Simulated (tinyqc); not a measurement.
Inside a calculation. Method: CIS and TDHF on RHF in the sto-3g basis, for H6, spin multiplicity 1. One step of it, computed by the program tinyqc.

Task: CIS matrix, triplets. A(ia,jb) = (e_a - e_i) d_ij d_ab - (ij|ab).

orbital energies (hartree): MO1 -0.634579, MO2 -0.527103, MO3 -0.371419, MO4 0.268619, MO5 0.582218, MO6 0.932876

Two-electron integrals over orbitals (pq|rs), unique and non-zero (hartree):
```
p,q,r,s,(pq|rs)
1,1,1,1,0.410810
2,1,2,1,0.127982
2,2,1,1,0.326068
2,2,2,2,0.374146
3,1,1,1,0.079639
3,1,2,2,-0.044380
3,1,3,1,0.116615
3,2,2,1,-0.113439
3,2,3,2,0.134607
3,3,1,1,0.368296
3,3,2,2,0.337162
3,3,3,1,0.033530
3,3,3,3,0.368949
4,1,2,1,-0.042892
4,1,3,2,-0.009406
4,1,4,1,0.081680
4,2,1,1,-0.065922
4,2,2,2,-0.001812
4,2,3,1,-0.054941
4,2,3,3,-0.009805
4,2,4,2,0.078246
4,3,2,1,-0.070652
4,3,3,2,0.069977
4,3,4,1,0.013479
4,3,4,3,0.088336
4,4,1,1,0.370279
4,4,2,2,0.338549
4,4,3,1,0.031940
4,4,3,3,0.360746
4,4,4,2,-0.019417
4,4,4,4,0.374700
5,1,1,1,0.007302
5,1,2,2,0.031377
5,1,3,1,-0.027566
5,1,3,3,-0.013351
5,1,4,2,-0.035185
5,1,4,4,-0.004284
5,1,5,1,0.051210
5,2,2,1,0.031317
5,2,3,2,0.002898
5,2,4,1,-0.055054
5,2,4,3,0.038398
5,2,5,2,0.088598
5,3,1,1,-0.071788
5,3,2,2,-0.005993
5,3,3,1,-0.058292
5,3,3,3,-0.022047
5,3,4,2,0.073912
5,3,4,4,-0.018022
5,3,5,1,-0.029433
5,3,5,3,0.079227
5,4,2,1,-0.114937
5,4,3,2,0.128689
5,4,4,1,-0.000524
5,4,4,3,0.071428
5,4,5,2,0.000288
5,4,5,4,0.137870
5,5,1,1,0.341516
5,5,2,2,0.379512
5,5,3,1,-0.034547
5,5,3,3,0.349641
5,5,4,2,-0.006895
5,5,4,4,0.357564
5,5,5,1,0.030945
5,5,5,3,-0.009670
5,5,5,5,0.403433
6,1,2,1,0.001600
6,1,3,2,0.019014
6,1,4,1,-0.029819
6,1,4,3,-0.047699
6,1,5,2,-0.032832
6,1,5,4,0.016397
6,1,6,1,0.068585
6,2,1,1,-0.011076
6,2,2,2,-0.034342
6,2,3,1,0.025458
6,2,3,3,0.004364
6,2,4,2,0.031458
6,2,4,4,0.006361
6,2,5,1,-0.047002
6,2,5,3,0.033404
6,2,5,5,-0.033843
6,2,6,2,0.049126
6,3,2,1,0.045044
6,3,3,2,0.001854
6,3,4,1,-0.077388
6,3,4,3,-0.015462
6,3,5,2,0.055029
6,3,5,4,0.002467
6,3,6,1,0.029001
6,3,6,3,0.082366
6,4,1,1,-0.082009
6,4,2,2,0.037287
6,4,3,1,-0.112155
6,4,3,3,-0.035468
6,4,4,2,0.057058
6,4,4,4,-0.036206
6,4,5,1,0.024703
6,4,5,3,0.059534
6,4,5,5,0.037601
6,4,6,2,-0.024820
6,4,6,4,0.121116
6,5,2,1,-0.131086
6,5,3,2,0.118096
6,5,4,1,0.044050
6,5,4,3,0.075071
6,5,5,2,-0.032647
6,5,5,4,0.123881
6,5,6,1,-0.002448
6,5,6,3,-0.049722
6,5,6,5,0.147344
6,6,1,1,0.437357
6,6,2,2,0.347838
6,6,3,1,0.085665
6,6,3,3,0.394914
6,6,4,2,-0.072555
6,6,4,4,0.402389
6,6,5,1,0.008514
6,6,5,3,-0.080525
6,6,5,5,0.373473
6,6,6,2,-0.013086
6,6,6,4,-0.094224
6,6,6,6,0.490318
```

Give: CIS matrix A, triplet.

Result:

CIS matrix A, triplet (hartree):
```
,1>4,1>5,1>6,2>4,2>5,2>6,3>4,3>5,3>6
1>4,0.5329,0.0000,0.0820,0.0000,0.1149,0.0000,-0.0319,0.0000,0.1122
1>5,0.0000,0.8753,0.0000,0.1149,0.0000,0.1311,0.0000,0.0345,0.0000
1>6,0.0820,0.0000,1.1301,0.0000,0.1311,0.0000,0.1122,0.0000,-0.0857
2>4,0.0000,0.1149,0.0000,0.4572,0.0000,-0.0373,0.0000,-0.1287,0.0000
2>5,0.1149,0.0000,0.1311,0.0000,0.7298,0.0000,-0.1287,0.0000,-0.1181
2>6,0.0000,0.1311,0.0000,-0.0373,0.0000,1.1121,0.0000,-0.1181,0.0000
3>4,-0.0319,0.0000,0.1122,0.0000,-0.1287,0.0000,0.2793,0.0000,0.0355
3>5,0.0000,0.0345,0.0000,-0.1287,0.0000,-0.1181,0.0000,0.6040,0.0000
3>6,0.1122,0.0000,-0.0857,0.0000,-0.1181,0.0000,0.0355,0.0000,0.9094
```
